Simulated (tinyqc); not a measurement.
# Density and mobility of a removed layer (differential Hall)

Question. For layers in parallel the sheet conductance g = 1/Rs and the product g mu_H (mu_H signed, unit Hall factors) are additive. Find the sheet density and mobility of the layer that was removed, and its share of the conductance.

Constants: q = 1.602176634e-19 C. Results are converted to the units shown.

Rs before and after removing the top layer (ohm/square): 579.52730  1418.5248
apparent mobility before and after, signed (cm^2/(V s)): 69.835655  100

Answer. The differences give g1 = q n mu and g1 mu = q n mu^2; their ratio is mu and g1^2/(q g1 mu) is n.

sheet density = 1.300e14 cm^-2
mobility = 49.00 cm^2/(V s)
share of the conductance = 59.15 %

Numbers from tinyqc (`OMP_NUM_THREADS=1 python tinyqc.py 2850206 2850207 out.jsonl`; about 0.01 s on one thread of a shared Intel Xeon 2.30GHz).
